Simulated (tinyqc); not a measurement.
Inputs raised by 5 %, one at a time: trap-assisted generation and recombination current of an abrupt junction. Computed by tinyqc, a small Python program. Command: `OMP_NUM_THREADS=1 python tinyqc.py 3029759 3029760 out.jsonl junctionleak sens`. One thread of a shared host (Intel(R) Xeon(R) Processor @ 2.30GHz), about 0.04 s of CPU time with the checks.

Depletion approximation, flat quasi-Fermi levels across the depleted layer, long neutral regions with minority lifetimes tau_n and tau_p, full ionisation and Boltzmann statistics. Voltages in exponents stand for e V.

Inputs (values chosen for the exercise, with bands and screening modelled on silicon): gap E_g = 1.13 eV; electron mass m_e = 0.329 m_0; valleys M_c = 6; hole mass m_h = 0.838 m_0; dielectric constant eps = 11.3; acceptor density N_A = 2.6e+17 cm^-3; donor density N_D = 3.6e+18 cm^-3; capture time tau_n = 5.6e-07 s; capture time tau_p = 6.2e-08 s; trap level E_t - E_i = -0.037 eV; electron diffusion coefficient D_n = 34 cm^2/s; hole diffusion coefficient D_p = 8.2 cm^2/s; forward bias V = 0.58 V; reverse bias V_r = 3 V; temperature T = 250 K; tunnelling mass m_t = 0.32 m_0.

Field enhancement: Hurkx tunnelling factor.

Constants: k_B = 8.617333262e-05 eV/K; m_0 = 9.1093837015e-31 kg; k_B = 1.380649e-23 J/K; h = 6.62607015e-34 J s; e = 1.602176634e-19 C; eps_0 = 8.8541878128e-12 F/m; hbar = 1.054571817e-34 J s.

Method:
- N_c = 2 M_c (2 pi m_e k_B T/h^2)^(3/2) and N_v = 2 (2 pi m_h k_B T/h^2)^(3/2), masses in units of m_0.
- n_i = sqrt(N_c N_v) exp(-E_g/2 k_B T); V_bi = (k_B T/e) ln(N_A N_D/n_i^2); diffusion saturation current J_d0 = e n_i^2 [sqrt(D_n/tau_n)/N_A + sqrt(D_p/tau_p)/N_D].
- W = sqrt(2 eps eps_0 (V_bi - V)(1/N_A + 1/N_D)/e), x_p = W N_D/(N_A + N_D), x_n = W - x_p, peak field F_m = 2 (V_bi - V)/W; reverse bias means V = -V_r.
- Both capture times are divided by 1 + Gamma, Gamma = 2 sqrt(3 pi) (F/F_G) exp((F/F_G)^2), F_G = sqrt(24 m_t (k_B T)^3)/(e hbar) (the low-field Hurkx form), F being the local field, linear in x from 0 at the edges to F_m.
- Potential from the p edge: phi = (V_bi - V) x^2/(x_p W) on the p side and (V_bi - V)[1 - (W - x)^2/(x_n W)] on the n side; p = N_A exp(-phi/k_B T), n = n_i^2 exp(V/k_B T)/p; U = (n p - n_i^2)/[tau_p (n + n_i exp(dE/k_B T)) + tau_n (p + n_i exp(-dE/k_B T))], dE = E_t - E_i, n1 = n_i exp(dE/k_B T), p1 = n_i exp(-dE/k_B T); J_t = e int U dx by the trapezoid rule on 400 intervals on each side.
- Generation lifetime tau_g = tau_p exp(dE/k_B T) + tau_n exp(-dE/k_B T); textbook estimate e n_i W/tau_g; generation current J_g = -J_t; total = J_g + J_d0 (1 - exp(-V_r/k_B T)).
- Total J = J_t + J_d0 (exp(V/k_B T) - 1); ideality n = (e/k_B T) dV/d ln J, central difference of 1 mV.

Runs:
```
input moved                      from        to  generation current (A/cm^2)  total forward current (A/cm^2)  ideality factor  W (nm)
base run                            -         -                   1.5511e-09                      5.9130e-05           1.6224  143.62
acceptor density N_A (cm^-3)  2.6e+17  2.73e+17                   1.7254e-09                      5.8560e-05           1.6340  140.41
donor density N_D (cm^-3)     3.6e+18  3.78e+18                   1.5511e-09                      5.9067e-05           1.6235  143.41
capture time tau_p (s)        6.2e-08  6.51e-08                   1.5494e-09                      5.8005e-05           1.6171  143.62
reverse bias V_r (V)                3      3.15                   1.7690e-09                      5.9130e-05           1.6224  146.28
forward bias V (V)               0.58     0.609                   1.5511e-09                      1.4186e-04           1.4559  143.62
temperature T (K)                 250     262.5                   4.4204e-09                      1.4144e-04           1.4470  143.44
gap E_g (eV)                     1.13    1.1865                   4.2754e-10                      1.3246e-05           1.8639  144.63
```

Exponents ln(y'/y) / ln(x'/x):
```
input                 generation current  total forward current  ideality factor       W
acceptor density N_A               2.183                 -0.198            0.147  -0.463
donor density N_D                  0.000                 -0.022            0.014  -0.030
capture time tau_p                -0.023                 -0.394           -0.067   0.000
reverse bias V_r                   2.695                  0.000            0.000   0.377
forward bias V                     0.000                 17.936           -2.220   0.000
temperature T                     21.465                 17.876           -2.345  -0.025
gap E_g                          -26.412                -30.662            2.844   0.144
```

Among the inputs moved here: generation current answers most in size to gap E_g (exponent -26.412), next to temperature T (+21.465); its exponent is below 0.0005 for donor density N_D, forward bias V. Its exponent -0.023 in capture time tau_p: the tau_n term rules tau_g. Total forward current answers most in size to gap E_g (exponent -30.662), next to forward bias V (+17.936); its exponent is below 0.0005 for reverse bias V_r. Ideality factor answers most in size to gap E_g (exponent +2.844), next to temperature T (-2.345); its exponent is below 0.0005 for reverse bias V_r. W answers most in size to acceptor density N_A (exponent -0.463), next to reverse bias V_r (+0.377); its exponent is below 0.0005 for capture time tau_p, forward bias V. Its exponent -0.463 in acceptor density N_A: the lightly doped side holds the layer.

Caution (all rows): at such a field avalanche multiplication or band-to-band tunnelling, left out here, may dominate the reverse current.
